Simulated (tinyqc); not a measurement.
Scaling the whole coupling: critical temperature from a phonon spectrum: McMillan, Allen-Dynes and the linearised Eliashberg equation. Computed by tinyqc, a small Python program. Command: `OMP_NUM_THREADS=1 python tinyqc.py 3013385 3013386 out.jsonl eliashberg walk`. One thread of a shared host (Intel(R) Xeon(R) Processor @ 2.30GHz), about 0.01 s of CPU time with the checks.

alpha^2 F(omega) = sum_i (lambda_i omega_i/2) delta(omega - omega_i), so that lambda = 2 int alpha^2 F/omega d omega = sum_i lambda_i.

Inputs (values chosen for the exercise, for a model metal):

| quantity | value | unit |
|---|---|---|
| peak energy omega_1 | 56.6 | meV |
| coupling lambda_1 | 0.652 | - |
| peak energy omega_2 | 96.1 | meV |
| coupling lambda_2 | 0.718 | - |
| Coulomb pseudopotential mu* | 0.13 | - |

Peaks in alpha^2 F: two.

Constants: k_B = 8.617333262e-05 eV/K.

Method:
- omega_log = exp(sum lambda_i ln omega_i / lambda); omega_rms = sqrt(sum lambda_i omega_i^2 / lambda).
- McMillan form: k_B T_c = (omega_log/1.2) exp[-1.04 (1 + lambda)/(lambda - mu* (1 + 0.62 lambda))]. Allen-Dynes multiplies it by f1 f2: f1 = [1 + (lambda/L1)^(3/2)]^(1/3), L1 = 2.46 (1 + 3.8 mu*); f2 = 1 + (omega_rms/omega_log - 1) lambda^2/(lambda^2 + L2^2), L2 = 1.82 (1 + 6.3 mu*) omega_rms/omega_log.
- Linearised Eliashberg equation at omega_n = (2n + 1) pi k_B T, n = 0..N-1: lambda(j) = sum_i lambda_i omega_i^2/(omega_i^2 + (2 pi j k_B T)^2); K_mn = lambda(m - n) + lambda(m + n + 1) - 2 mu*(N) - delta_mn [2m + 1 + lambda(0) + 2 sum_(j=1..m) lambda(j)], with 1/mu*(N) = 1/mu* + ln(omega_rms/omega_N), omega_N = (2N + 1) pi k_B T. T_c is where the largest eigenvalue rho of K is zero.
- N is the smallest integer at or above 8 omega_max/(2 pi k_B T_AD), omega_max the highest peak and T_AD the Allen-Dynes value.
- All lambda_i are multiplied by s. The last column is the large-lambda limit for mu* = 0, k_B T_c = 0.1827 omega_rms sqrt(lambda).

lambda = 1.37

omega_rms = 79.7789 meV

omega_log = 74.6978 meV

T_c (K):

| s | lambda | McMillan | Allen-Dynes | Eliashberg | large-lambda limit |
|---|---|---|---|---|---|
| 0.6 | 0.822 | 34.96 | 36.28 | 34.12 | 153.35 |
| 0.8 | 1.096 | 60.27 | 63.76 | 61.15 | 177.08 |
| 1.0 | 1.370 | 81.49 | 88.03 | 85.37 | 197.98 |
| 1.3 | 1.781 | 106.05 | 118.45 | 116.38 | 225.73 |
| 1.7 | 2.329 | 129.17 | 151.06 | 150.46 | 258.13 |
| 2.3 | 3.151 | 151.77 | 189.96 | 192.30 | 300.25 |
| 3.2 | 4.384 | 171.92 | 236.38 | 242.70 | 354.15 |

What does the comparison show, and why?

McMillan/Eliashberg runs from 1.02 at lambda = 0.82 to 0.71 at 4.38: the exponential form levels off at large lambda, while the true T_c keeps rising (exponent 0.70 between the last rows, tending to 1/2). Allen-Dynes stays within about 6 % over the table. The last row reaches 69 % of the mu* = 0 limit; with mu* above zero T_c stays below that line at any lambda.

Extremes, crossings and ranges named in words are read from the listed rows.
